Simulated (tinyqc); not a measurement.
Worked calculation: band-to-band tunnelling across a p-n junction in a two-band chain. Values are carried at full precision from step to step, so a last printed digit may differ when a step is redone from the rounded ones.

Sites alternate A at -Eg/2 and C at +Eg/2 with hopping -t; near the edges, with k counted from the zone boundary pi/a, E^2 = (Eg/2)^2 + (t a k)^2, so t = sqrt(c Eg/m)/a gives the mass m, c = hbar^2/2m0. In the gap cosh(q a) = 1 + (Eg^2/4 - e^2)/(2 t^2), e the energy from the local mid-gap. The potential is V0 = Eg + ov on the p side (left), 0 on the n side, and falls linearly over the 2N sites of the junction, V_j = V0 (1 - j/(2N + 1)), j = 1 to 2N, site 1 being A. E = Eg/2 + x ov. A half chain that ends on a site of level e1 with neighbour e2 has g = (1 + z)/(E - e1), z = exp(-/+ i k a) the root with Im g < 0, cos(k a) = (E - e1)(E - e2)/(2 t^2) - 1. S_L = t^2 g (ending on C, shifted by V0), S_R = t^2 g (starting on A). T = 4 Im(S_L) Im(S_R) |G_(1,2N)|^2.

Constants: hbar^2/2m0 = 3.80998211 eV angstrom^2.

Inputs chosen for the exercise (gap and mass near those of GaSb; not measured data): Eg = 0.71 eV (gap); m = 0.043 m0 (mass of electron and light hole); a = 6 angstrom (period (two sites)); ov = 0.34 eV (overlap: top of the valence band on the p side above the conduction edge on the n side); N = 4 (periods in the small junction); x = 0.51 (energy above the n-side conduction edge, as a share of ov).

## Hopping, field and tunnelling length

Form t, V0, E, the field F = V0/((2N + 1) a/2) (1 V/angstrom = 100 MV/cm) and the length Eg/F over which E lies in the gap.

t = 1.3219 eV
V0 = 1.0500 eV
E = 0.5284 eV
F = 3.889 MV/cm
tunnelling length = 18.26 angstrom

So short a junction keeps the matrix small; its field is of the size of the 1 to 3 MV/cm of tunnel diodes.

## Self-energies of the two sides

Form cos(k a) and S for each side.

cos(k a): left -0.958213, right -0.956171

S_L, S_R (eV): [-0.08330-0.57024i, 0.08670-0.57921i]

## Recursive Green function

g_1 = 1/(E - e_1 - S_L); g_j = 1/(E - e_j - t^2 g_(j-1)), with S_R also subtracted at the last site; G_1j = G_1(j-1) (-t) g_j, G_11 = g_1; e_j is the site level plus V_j. The self-energies stand in the order S_L, S_R.

Sweep:
```
j  e_j (eV)       g_j (1/eV)      G_1j (1/eV)
1    0.5783   0.1023-1.7477i   0.1023-1.7477i
2    1.1717  -0.0822-0.3053i   0.7165-0.1486i
3    0.3450   0.8350-1.3625i  -0.5233+1.4545i
4    0.9383  -0.2040-0.2599i  -0.6407+0.2125i
5    0.1117   0.9616-0.5647i   0.6559-0.7484i
6    0.7050  -0.4199-0.2231i   0.5849-0.2220i
7   -0.1217   0.6695-0.1886i  -0.4622+0.3423i
8    0.4717  -0.5296-0.4011i  -0.5051-0.0055i
```

T = 0.3371

## WKB for the same field

T = exp(-2 I/F), I = integral of q de across the gap. Continuum: q = sqrt(Eg^2/4 - e^2)/(t a), I = pi Eg^2/(8 t a). Lattice: q from the cosh formula, 12 Gauss-Legendre points in u with e = (Eg/2) sin(u), u from -pi/2 to pi/2. F in V/angstrom is the value in MV/cm over 100.

I (eV/angstrom): continuum 0.024959, lattice 0.024903

T by WKB: continuum 0.2770, lattice 0.2778

The chain gives 0.3371, 1.213 times the lattice WKB value; the exponent is only 1.28, and reflections at the two kinks of the potential count.

## Checks

- G_(1,2N) from the sweep against inversion of the whole matrix (size): both 0.50513.

Program tinyqc; command `OMP_NUM_THREADS=1 python tinyqc.py 1482610 1482611 out.jsonl`; about 0.01 s on one thread of a shared Intel(R) Xeon(R) Processor @ 2.30GHz.
